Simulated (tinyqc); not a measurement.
# Fully depleted semiconductor-on-insulator film with two gates, non-linear Poisson equation by Newton steps: what changes with what

One dimension across the film, front interface at x = 0, back interface at x = ts. psi is counted from the intrinsic level, n = ni exp(psi/Vt) (source grounded), holes neglected, acceptors ionised. Gates act through Cox = eps0 eox/tox and Cbox = 3.9 eps0/tb with potentials G1 = Vg - (phiM - chi - Vt ln(Nc/ni)) and G2 = Vb - (phiB - chi - Vt ln(Nc/ni)). Classical Boltzmann densities, no interface charge, no depletion in the back plane.

Inputs (values chosen for the exercise); band and dielectric values close to those of silicon: temperature T = 400 K; band gap Eg = 1.12 eV; relative permittivity eps_r = 11.5; conduction-band density of states at T Nc = 4.28e19 cm^-3; valence-band density of states at T Nv = 4.08e19 cm^-3; electron affinity chi = 4.09 eV; relative permittivity of the gate insulator (close to zirconium oxide) eox = 25.5; insulator thickness tox = 3.3 nm; film thickness ts = 7.2 nm; buried-oxide thickness (eps_r 3.9) tb = 18 nm; acceptor density of the film Na = 1e15 cm^-3; work function of the front gate phiM = 4.58 eV; work function of the back plane phiB = 5.14 eV; back-gate voltage Vb = 0 V.

Constants: q = 1.602176634e-19 C, kB = 1.380649e-23 J/K, Vt = kB T/q, eps0 = 8.8541878128e-14 F/cm where lengths are in cm. Results are converted to the units shown.

Each table varies one quantity; the others keep the values above.

## Charge against front-gate voltage

ni = sqrt(Nc Nv) exp(-Eg/(2 Vt)), Eg in volts. The Poisson equation eps0 eps_r d2psi/dx2 = q (n + Na), with -eps0 eps_r dpsi/dx = Cox (G1 - psi) at x = 0 and eps0 eps_r dpsi/dx = Cbox (G2 - psi) at x = ts, is solved on 300 equal intervals with half boxes at both ends; N_inv is the trapezoid sum of n. Swing = ln 10/(d ln N_inv/dVg); the last column is (dN_inv/dVb)/(dN_inv/dVg).

Charge against front-gate voltage:

| Vg (V) | psi front (V) | psi back (V) | N_inv (cm^-2) | centroid/ts | swing (mV/decade) | q dN_inv/dVg over Cox | back/front leverage |
|---|---|---|---|---|---|---|---|
| -0.04 | 0.0183 | -0.0424 | 2.12e6 | 0.360 | 85.0 | 1.34e-6 | 0.0708 |
| 0.11 | 0.165 | 0.0865 | 1.24e8 | 0.325 | 84.6 | 7.92e-5 | 0.0661 |
| 0.26 | 0.311 | 0.215 | 7.36e9 | 0.293 | 85.0 | 0.00467 | 0.0619 |
| 0.41 | 0.450 | 0.330 | 3.22e11 | 0.252 | 111 | 0.156 | 0.0548 |
| 0.56 | 0.546 | 0.377 | 2.59e12 | 0.176 | 264 | 0.529 | 0.0413 |
| 0.71 | 0.600 | 0.388 | 6.67e12 | 0.123 | 500 | 0.720 | 0.0343 |
| 0.86 | 0.634 | 0.392 | 1.16e13 | 0.0937 | 772 | 0.810 | 0.0314 |
| 1.01 | 0.659 | 0.394 | 1.70e13 | 0.0757 | 1.06e3 | 0.859 | 0.0299 |
| 1.16 | 0.678 | 0.395 | 2.26e13 | 0.0637 | 1.37e3 | 0.890 | 0.0290 |

What does the comparison show?

N_inv passes 1e11 cm^-2 at Vg = 0.359 V. The swing starts at 85.0 mV a decade, against (1 + k) Vt ln 10 = 81.3 for a front channel with k = Cs Cbox/(Cox (Cs + Cbox)) = 0.0247, Cs = eps0 eps_r/ts; above threshold this column is no longer a subthreshold swing. The centroid falls from 0.360 to 0.0637 of ts and the leverage of the back gate falls from 0.0708 to 0.0290. For Vg = 0.56, 0.71, 0.86, 1.01, 1.16 the density at an interface exceeds 0.3 Nc, where Boltzmann statistics fail. In every row the classical centroid lies within 3 nm of an interface, where confinement, left out, would push it away.

## Threshold and coupling against the acceptor density of the film

VT is the Vg for N_inv = 1e11 cm^-2; -dVT/dVb from the linearised equation. Limits with Cs = eps0 eps_r/ts: front channel Cs Cbox/(Cox (Cs + Cbox)), back channel Cbox (Cox + Cs)/(Cox Cs). Swing at N_inv = 1e8 cm^-2.

The same in every row: front-channel limit = 0.0247; back-channel limit = 0.164.

Threshold and coupling against the acceptor density of the film:

| Na (cm^-3) | VT (V) | centroid/ts at VT | -dVT/dVb | swing (mV/decade) |
|---|---|---|---|---|
| 1e15 | 0.359 | 0.270 | 0.0583 | 84.6 |
| 3e15 | 0.359 | 0.270 | 0.0582 | 84.6 |
| 9e15 | 0.359 | 0.270 | 0.0582 | 84.6 |
| 3e16 | 0.360 | 0.268 | 0.0580 | 84.6 |
| 8e16 | 0.362 | 0.265 | 0.0575 | 84.6 |
| 2e17 | 0.365 | 0.256 | 0.0565 | 84.5 |
| 7e17 | 0.381 | 0.224 | 0.0524 | 84.1 |
| 2e18 | 0.417 | 0.157 | 0.0441 | 83.2 |

As Na goes from 1e15 to 2e18, VT rises from 0.359 to 0.417 V, the centroid falls from 0.270 to 0.157 of ts and -dVT/dVb falls from 0.0583 to 0.0441. The coupling covers 24.1 % of the way from the front-channel to the back-channel limit in the first row and 14.0 % in the last.

Range of the model: In so thin a film or at such density quantum confinement moves the charge away from the interfaces and raises the threshold.

tinyqc, about 0.3 s, one thread, Intel Xeon 2.30GHz (shared host): `OMP_NUM_THREADS=1 python tinyqc.py 2190038 2190039 out.jsonl`
